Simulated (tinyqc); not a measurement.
## Contact resistivity and sheet resistance from two contact lengths

Inverse problem. Rc = [sqrt(rc Rsh)/Wc] coth(Lc/(2 LT)), LT = sqrt(rc/Rsh), Wc = 102 nm; the second contact is twice as long as the first. Find LT, rc and Rsh.

Rc for Lc = 14 and 28 nm (ohm): 211.986901  108.827260

Solution. With t = tanh(Lc/(2 LT)) for the shorter contact, the resistance of the longer over that of the shorter is (1 + t^2)/2. Then sqrt(rc Rsh) = Rc t Wc, and rc and Rsh follow by multiplying and dividing by LT.

LT = 42.43 nm
rc = 1.500e-9 ohm cm^2
Rsh = 83.33 ohm

tinyqc, about 0.04 s, one thread, Intel Xeon 2.30GHz (shared host): `OMP_NUM_THREADS=1 python tinyqc.py 2170153 2170154 out.jsonl`
